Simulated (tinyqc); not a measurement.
## Trap density and cross-section from the conductance peak

Question. For a continuum of interface traps on an n-type substrate Gp/w peaks at 2 pi f tau = 1.9803 with the height 0.40237 q Dit, and tau = 1/(sn vth Nd exp(psi/Vt)) with psi = ps. Find Dit, tau and sn.

Values chosen for this exercise:
- T = 300 K (temperature)
- Nd = 3.3e15 cm^-3 (donor density)
- ps = -0.169 V (band bending psi)
- vth = 4.7e7 cm/s (thermal velocity)

Constants: q = 1.602176634e-19 C, kB = 1.380649e-23 J/K, Vt = kB T/q. Results are converted to the units shown.

peak Gp/w = 36.746065 nF/cm^2
frequency of the peak = 26199.294 Hz

Answer. The height gives Dit, the position tau, and tau with the surface density gives sn.

Dit = 5.700e11 cm^-2 eV^-1
tau = 1.203e-5 s
sn = 3.700e-16 cm^2

tinyqc, about 0.01 s, one thread, Intel Xeon 2.30GHz (shared host): `OMP_NUM_THREADS=1 python tinyqc.py 2030098 2030099 out.jsonl`
